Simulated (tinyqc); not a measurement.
Inside a calculation. Model: tunnelling through a gate dielectric with the two-band (Franz) dispersion, WKB transmission and Tsu-Esaki current.

Program tinyqc, `OMP_NUM_THREADS=1 python tinyqc.py 2540068 2540069 out.jsonl`; Intel Xeon 2.30GHz, shared host, one thread, about 0.02 s. Printed values are rounded.

Electrons leave the emitter at x = 0. Energies E (motion across the layers) are in eV from the emitter Fermi level; the collector Fermi level lies at -V and offers states at every E. No charge in the dielectric and no image force: F1 = V/t1, U = phi1 - F1 x. With C = hbar^2/(2 m0), kappa = sqrt(m u (1 - u/Egx)/C), u = U - E where U > E and 0 elsewhere; T(E) = exp(-S), S = 2 times the integral of kappa over x.

Values chosen for this exercise; dielectric values close to those of zirconium oxide: temperature T = 77 K; Fermi energy of the emitter above its band bottom Ef = 0.37 eV; emitter mass in the supply function me = 0.74 m0; barrier of layer 1 above the emitter Fermi level at zero bias phi1 = 1.41 eV; tunnelling mass of layer 1 m1 = 0.26 m0; thickness of layer 1 t1 = 4.4 nm; gap parameter of the two-band dispersion, set freely Egx = 4.2 eV; voltage across the dielectric V = 1.7 V; energy of the electron followed E = 0.19 eV; cells in each layer nc = 5; lower end of the energy grid Ea = -0.37 eV; upper end of the energy grid Eb = 0.065 eV; points of the energy grid nE = 13.

Constants: q = 1.602176634e-19 C, kB = 1.380649e-23 J/K, hbar = 1.054571817e-34 J s, m0 = 9.1093837015e-31 kg, Vt = kB T/q, hbar^2/(2 m0) = 0.0380998212 eV nm^2. Results are converted to the units shown.

## Fields and band edges

F1 = V/t1, U = phi1 - F1 x.

F1 = 3.863636 MV/cm
U at x = t1 = -0.29 eV

## WKB exponent by the midpoint rule

Cut each layer into nc equal cells, take U and kappa at the cell centres, and sum S = 2 sum kappa h.

```
cell	x (nm)	U (eV)	kappa (1/nm)
0	0.440000	1.240000	2.318198
1	1.320000	0.900000	2.006515
2	2.200000	0.560000	1.517403
3	3.080000	0.220000	0.450847
4	3.960000	-0.120000	0.000000
```

S = 11.07561
T(E) = 1.548538e-5

## WKB exponent in closed form

Each layer adds (2/F) sqrt(m/C) [G(u at its left edge) - G(u at its right edge)] to S, with u = U - E (0 where negative) and G(u) = Egx^1.5 (th - sin(4 th)/4)/4, th = arcsin sqrt(u/Egx). The slope follows from 1/d = -dS/dE.

S = 11.02722
T(E) = 1.625313e-5
energy d over which T(E) grows by a factor e = 0.079484 eV

The midpoint rule gives S = 11.076, so its T(E) is 4.7 % below this value. The band edge of layer 1 drops below E inside the layer: the barrier there is triangular (the Fowler-Nordheim case).

## Current density on a coarse energy grid

J = J0 times the integral of T(E) N(E) dE, N = ln[(1 + exp(-E/Vt))/(1 + exp((-E - V)/Vt))], J0 = q^2 me m0 kB T/(2 pi^2 hbar^3) (times 1e-4 for A/cm^2 per eV), by Simpson's rule on nE equally spaced points from Ea to Eb.

```
point	E (eV)	T(E)	N	T(E) N
0	-0.3700000	1.204819e-8	55.76197	6.718308e-7
1	-0.3337500	1.753279e-8	50.29880	8.818785e-7
2	-0.2975000	2.662718e-8	44.83564	1.193847e-6
3	-0.2612500	4.332265e-8	39.37247	1.705720e-6
4	-0.2250000	7.077195e-8	33.90931	2.399828e-6
5	-0.1887500	1.153857e-7	28.44614	3.282279e-6
6	-0.1525000	1.877230e-7	22.98297	4.314433e-6
7	-0.1162500	3.047093e-7	17.51981	5.338448e-6
8	-0.0800000	4.933832e-7	12.05665	5.948547e-6
9	-0.0437500	7.967824e-7	6.594845	5.254656e-6
10	-0.0075000	1.283149e-6	1.410161	1.809448e-6
11	0.0287500	2.060252e-6	0.01304455	2.687505e-8
12	0.0650000	3.297553e-6	5.567109e-5	1.835783e-10
```

J0 = 7.946160e7 A/(cm^2 eV)
J = 94.06087 A/cm^2

The integrand peaks at E = -0.0800 eV among these points. A converged quadrature from -Ef to above the barrier gives 93.62 A/cm^2; this grid is 0.47 % above that.
